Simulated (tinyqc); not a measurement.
# Planar ballistic transistor, top-of-the-barrier model: what changes with what

At the top of the source barrier, states moving towards the drain are filled by the source (Fermi level 0) and states moving back by the drain (Fermi level -q Vd); nothing scatters. U is the shift of the band edge there, set by the capacitances CG, CD and CS (the total) and by the charge. Parabolic two-dimensional band; the source is grounded.

Parameters, values chosen for the exercise; mass and valleys close to those of indium arsenide: temperature T = 200 K; effective mass m = 0.031 m0; valley degeneracy gv = 1; relative permittivity of the gate insulator eox = 22; insulator thickness tox = 3.2 nm; gate control CG/CS aG = 0.78; drain control CD/CS aD = 0.011; band edge at the barrier top above the source Fermi level at zero bias E0 = 0.25 eV.

Constants: q = 1.602176634e-19 C, kB = 1.380649e-23 J/K, hbar = 1.054571817e-34 J s, m0 = 9.1093837015e-31 kg, Vt = kB T/q, eps0 = 8.8541878128e-14 F/cm where lengths are in cm. Results are converted to the units shown.

Each table varies one quantity; the others keep the values above.

## Effect of the insulator thickness

N0 = gv m kB T/(pi hbar^2), CG = eps0 eox/tox, vT = sqrt(2 kB T/(pi m)), CS = CG/aG, n0 = n at U = 0 and Vd = 0. eta1 = -(E0 + U)/Vt, eta2 = eta1 - Vd/Vt, n = (N0/2)[F_0(eta1) + F_0(eta2)], F_0(x) = ln(1 + exp x). U = UL + q (n - n0)/CS with UL = -(aG Vg + aD Vd), energies in eV. I = q (N0/2) vT [F_(1/2)(eta1) - F_(1/2)(eta2)] per width, F_(1/2)(x) = (2/sqrt(pi)) int_0^infinity u^(1/2)/(1 + exp(u - x)) du. CQ = (q/Vt) dn/d(eta1). E0 is held fixed.

In this table Vg = 0.7 V, Vd = 0.7 V.

Result of one run:
```
tox (nm)   eta1  n (cm^-2)  I (uA/um)  mean velocity I/(q n) (cm/s)    CQ/CS
2.4       16.02   1.788e12       2163                       7.549e7  0.09970
```

What becomes of these results when the insulator thickness tox is changed from 2.4 to 1.6 nm, all else the same?

Result of the changed run:
```
tox (nm)   eta1  n (cm^-2)  I (uA/um)  mean velocity I/(q n) (cm/s)    CQ/CS
1.6       16.52   1.844e12       2264                       7.664e7  0.06646
```

The whole series:
```
tox (nm)   eta1  n (cm^-2)  I (uA/um)  mean velocity I/(q n) (cm/s)    CQ/CS
0.5       17.26   1.926e12       2417                       7.831e7  0.02077
0.74      17.10   1.908e12       2382                       7.793e7  0.03074
1.1       16.85   1.880e12       2331                       7.738e7  0.04569
1.6       16.52   1.844e12       2264                       7.664e7  0.06646
2.4       16.02   1.788e12       2163                       7.549e7  0.09970
3.6       15.33   1.711e12       2025                       7.387e7   0.1495
5.4       14.39   1.606e12       1843                       7.163e7   0.2243
8         13.23   1.476e12       1626                       6.874e7   0.3323
```

As tox goes from 0.5 to 8 nm, n falls from 1.93e12 to 1.48e12 cm^-2, the mean velocity falls from 7.83e7 to 6.87e7 cm/s and the current falls from 2420 to 1630 uA/um. CQ/CS goes from 0.021 to 0.33. Over the range the current goes as tox^(-0.14) on average. For tox = 0.5 to 0.74 nm the insulator is under 1 nm thick, where gate tunnelling would matter.

## Effect of the valley degeneracy

Same model as above.

CQ = (q/Vt) dn/d(eta1). E0 is held fixed.

In this table Vg = 0.7 V, Vd = 0.7 V.

Effect of the valley degeneracy:
```
gv    eta1  n (cm^-2)  I (uA/um)  mean velocity I/(q n) (cm/s)    CQ/CS
1   15.554  1.7357e12     2069.0                      7.4400e7  0.13293
2   13.921  3.1068e12     3508.0                      7.0475e7  0.26585
3   12.598  4.2174e12     4536.5                      6.7137e7  0.39878
4   11.504  5.1352e12     5286.8                      6.4258e7  0.53170
6   9.8030  6.5636e12     6259.8                      5.9526e7  0.79752
```

What does the comparison show?

As gv goes from 1 to 6, n rises from 1.74e12 to 6.56e12 cm^-2, the mean velocity falls from 7.44e7 to 5.95e7 cm/s and the current rises from 2070 to 6260 uA/um. CQ/CS goes from 0.13 to 0.80.

tinyqc, about 0.01 s, one thread, Intel Xeon 2.30GHz (shared host): `OMP_NUM_THREADS=1 python tinyqc.py 2400072 2400073 out.jsonl`
